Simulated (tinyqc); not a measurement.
Worked calculation: coupled-perturbed Hartree-Fock on RHF in the sto-6g basis, for Li+, spin multiplicity 1. One step of it, computed by the program tinyqc.

Question. Coupled step 1. U_ai = -(mu_ai + sum_bj [4 (ai|bj) - (ab|ij) - (aj|bi)] U_bj) / (e_a - e_i); alpha = -4 sum U_ai mu_ai.

uncoupled U, order a2, a3, a4, a5:
$$\begin{pmatrix}
0.000000 \\
0.000000 \\
0.000000 \\
-0.071431
\end{pmatrix}$$

dipole integrals <a|z|i> (bohr), order a2, a3, a4, a5:
$$\begin{pmatrix}
0.000000 \\
0.000000 \\
0.000000 \\
0.191496
\end{pmatrix}$$

orbital energies (hartree): MO1 -2.776764, MO2 -0.178551, MO3 -0.095909, MO4 -0.095909, MO5 -0.095909

Two-electron integrals over orbitals (pq|rs), unique and non-zero (hartree):
```
(11|11) 1.667805    (21|11) -0.182217   (21|21) 0.031344    (22|11) 0.404780
(22|21) -0.009899   (22|22) 0.283189    (31|31) 0.009946    (32|31) 0.013403
(32|32) 0.060943    (33|11) 0.397011    (33|21) -0.005643   (33|22) 0.286209
(33|33) 0.313125    (41|41) 0.009946    (42|41) 0.013403    (42|42) 0.060943
(43|43) 0.016875    (44|11) 0.397011    (44|21) -0.005643   (44|22) 0.286209
(44|33) 0.279374    (44|44) 0.313125    (51|51) 0.009946    (52|51) 0.013403
(52|52) 0.060943    (53|53) 0.016875    (54|54) 0.016875    (55|11) 0.397011
(55|21) -0.005643   (55|22) 0.286209    (55|33) 0.279374    (55|44) 0.279374
(55|55) 0.313125
```

Give: U after step 1; polarisability.

Answer.

U after step 1, order a2, a3, a4, a5:
$$\begin{pmatrix}
0.0000 \\
0.0000 \\
0.0000 \\
-0.0812
\end{pmatrix}$$

polarisability = 0.0622 bohr^3
